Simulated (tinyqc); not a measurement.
Inside a calculation. Method: LCCD on RHF in the sto-3g basis, for H3+, spin multiplicity 1. One step of it, computed by the program tinyqc.

Problem. Iteration 4 (converged): orbitals. Diagonalise F' = X^T F X, C = X C', fill 1 alpha and 1 beta electrons from the bottom; D = 2 C_occ C_occ^T. Each column has its largest component positive (the first on a tie).

converged F (hartree):
```
           1H 1s      2H 1s      3H 1s
1H 1s  -0.642765  -0.565137  -0.564832
2H 1s  -0.565137  -0.642913  -0.565100
3H 1s  -0.564832  -0.565100  -0.642745
```

X:
```
               1          2         3
1H 1s  -0.571396  -0.873811  0.433096
2H 1s   1.042556  -0.057703  0.433190
3H 1s  -0.471399   0.931554  0.433083
```

Give: F' = X^T F X; orbital energies; coefficients C; D after iteration 4.

Solution.

F' = X^T F X (hartree):
```
         1        2        3
1  -0.1270   0.0000   0.0000
2   0.0000  -0.1274   0.0000
3   0.0000   0.0000  -0.9977
```

orbital energies (hartree): MO1 -0.9977, MO2 -0.1274, MO3 -0.1270

coefficients C:
```
          MO1      MO2      MO3
1H 1s  0.4331  -0.8738  -0.5714
2H 1s  0.4332  -0.0577   1.0425
3H 1s  0.4331   0.9316  -0.4714
```

D after iteration 4:
```
        1H 1s   2H 1s   3H 1s
1H 1s  0.3751  0.3752  0.3751
2H 1s  0.3752  0.3754  0.3752
3H 1s  0.3751  0.3752  0.3751
```
